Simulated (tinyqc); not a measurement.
Worked calculation: two-dimensional electron gas with Rashba and Dresselhaus coupling. Values are carried at full precision from step to step, so a last printed digit may differ when a step is redone from the rounded ones.

H = c k^2/m + al (ky sx - kx sy) + b1 (kx sx - ky sy) + gam kx ky (kx sy - ky sx), s the Pauli matrices, x = [100], c = hbar^2/2m0, b1 = gam (pi/L)^2 (hard walls). H = c k^2/m + B.s, so E = c k^2/m -/+ |B| and the lower state has its spin along -B.

Constants: hbar^2/2m0 = 3.80998211 eV angstrom^2; hbar = 6.58211957e-16 eV s.

Values chosen for the exercise (of the size met in InSb; shifted at random, so the results belong to these values and not to a real crystal): m = 0.0146 m0 (mass); al = 0.57 eV angstrom (Rashba constant); gam = 301.8 eV angstrom^3 (bulk Dresselhaus constant); L = 221 angstrom (width of the (001) well); n = 8.2 1e11/cm^2 (sheet density (one subband filled)); phi = 15 degrees (angle of k from [100]).

## Scales

b1; mean Fermi wave vector k0 = sqrt(2 pi n) (1e11/cm^2 = 1e-5/angstrom^2); E0 = c k0^2/m; b3 = gam k0^2/4; kR = al m/(2c) and ER = al kR/2, the shift and depth of a pure Rashba band.

b1 = 0.06099 eV angstrom
k0 = 0.022698 1/angstrom
E0 = 134.451 meV
b3 = 0.03887 eV angstrom
kR = 0.001092 1/angstrom
ER = 0.3113 meV

The ratio al/(b1 - b3) is 25.78; kR is 4.8 % of k0.

## Spin-orbit field at one point of the Fermi circle

k = k0 (cos phi, sin phi). Form B, the splitting 2|B| and the direction of the lower spin, atan2(-By, -Bx).

Bx, By (meV): 4.4574  -12.0033

splitting = 25.6083 meV
direction of the lower spin = 110.4 degrees

## The matrix

H = [[E0, Bx - i By], [Bx + i By, E0]] in meV; diagonalise. Precession period h/(2|B|) = 2 pi hbar/(splitting).

H (meV):
```
                   up             down
up           134.4509  4.4574+12.0033i
down  4.4574-12.0033i         134.4509
```

levels (meV): 121.6468  147.2551

period = 0.161 ps

## The two wave vectors at the energy E0 along this direction

Solve c k^2/m -/+ |B(k)| = E0. The spin turns by (k_outer - k_inner) per length, so a half turn takes pi/(difference).

k (1/angstrom): outer 0.023797, inner 0.021637

difference = 0.002160 1/angstrom
length of a half turn = 145.4 nm

For linear terms alone the difference is (m/c)|B|/k, whatever the energy: every electron along this direction turns alike, the basis of the spin transistor. The cubic term makes it depend on density.

## Checks

- Difference of the Fermi wave vectors without Dresselhaus terms against al m/c: both 0.0021843.

tinyqc: `OMP_NUM_THREADS=1 python tinyqc.py 1482003 1482004 out.jsonl`; about 0.01 s, one thread, shared Intel(R) Xeon(R) Processor @ 2.30GHz.
